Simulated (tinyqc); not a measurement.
Which lattice a d-band metal prefers: Slater-Koster d bands of an fcc metal.

Slater-Koster d bands. For a bond with direction cosines (l, m, n) the 5 x 5 block is dds Ps + ddp Pp + ddd (1 - Ps - Pp), the projectors on sigma, pi and delta states about the bond; for instance <xy|xy> = 3 l^2 m^2 dds + (l^2 + m^2 - 4 l^2 m^2) ddp + (n^2 + l^2 m^2) ddd, <xy|yz> = 3 l m^2 n dds + l n (1 - 4 m^2) ddp + l n (m^2 - 1) ddd and <3z2-r2|3z2-r2> = (n^2 - (l^2 + m^2)/2)^2 dds + 3 n^2 (l^2 + m^2) ddp + (3/4)(l^2 + m^2)^2 ddd. H(k) sums the blocks times cos(k.R) over the neighbours; the d level is the zero of energy; k in 2 pi/a.

Mesh: k = f1 b1 + f2 b2 + f3 b3 with fractions (j + 1/2)/N, j = 0 to N - 1, and b = (-1,1,1), (1,-1,1), (1,1,-1) for fcc, (0,1,1), (1,0,1), (1,1,0) for bcc, unit vectors for simple cubic. The lowest Nd/10 of all levels are filled with two electrons each; the bond energy is their sum per atom.

Values chosen for the exercise (of the size met in Ir; shifted at random, so the results belong to these values and not to a real crystal): dds = -1.161 eV (dd sigma); ddp = 0.464 eV (dd pi); ddd = -0.186 eV (dd delta); f2 = 0.487 (factor for second neighbours in bcc); N = 10 (mesh).

fcc has twelve neighbours, bcc eight and six (the six times f2), simple cubic six. The integrals of bcc and sc are scaled so that all three have the second moment of fcc, which stands for equal repulsion (structural energy difference theorem). s and p electrons are left out.

Bond energy per atom:
```
Nd  fcc (eV)  bcc - fcc (meV)  sc - fcc (meV)
1     -3.260              214            -516
2     -5.659               41            -255
3     -7.456             -335             154
4     -8.805             -387             774
5     -9.317               89            1056
7     -7.609              326             306
8     -5.734               78            -181
9     -3.197             -163            -580
```

Give the missing row, Nd = 6.

Computed row:
```
Nd  fcc (eV)  bcc - fcc (meV)  sc - fcc (meV)
6     -8.886              417             855
```

scale factors: bcc 1.1285, sc 1.4142

mu3/mu2^1.5: fcc -0.011, bcc -0.014, sc 0.000

mu4/mu2^2: fcc 1.760, bcc 1.729, sc 2.950

largest change of a difference when N is raised to 14 = 26 meV

fcc is lowest for Nd = 5, 6 and 7. bcc is lowest for Nd = 3 and 4. sc is lowest for Nd = 1, 2, 8 and 9. bcc gains most on fcc at Nd = 4 (-387 meV). A small fourth moment marks a two-peaked band, which tends to favour fillings near one half; bcc has -2 % against fcc, and at Nd = 5 it lies +89 meV from fcc, which the fourth moment alone does not explain (differences of a few tens of meV are within the error of the mesh; hcp is left out, and this d-only model can miss the lattice of the real metal). The third moments, from three-membered rings, skew the bands. That simple cubic wins anywhere comes from keeping d bands and equal second moments alone; no transition metal takes it. Differences below about 26 meV are within the error of this mesh, and the s and p electrons left out weigh most where the d band is nearly empty or full.

Computed by tinyqc, a small Python program: `OMP_NUM_THREADS=1 python tinyqc.py 1450369 1450370 out.jsonl` (the numbers bound the seed that draws the inputs); one thread of a shared host (Intel(R) Xeon(R) Processor @ 2.30GHz), about 0.03 s for the whole set of steps.
